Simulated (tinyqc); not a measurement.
Worked calculation: UHF in the sto-6g basis, for BeH, spin multiplicity 2. One step of it, computed by the program tinyqc.

Question. Iteration 2: DIIS coefficients. Solve [B -1; -1 0][c; lambda] = [0; -1] for the coefficients, which sum to one.

B (overlaps of the stored error matrices):
```
               1              2
1  1.6531652e-01  1.4506176e-02
2  1.4506176e-02  2.7357223e-02
```

Give: DIIS coefficients.

Answer.

DIIS coefficients: 0.0785  0.9215
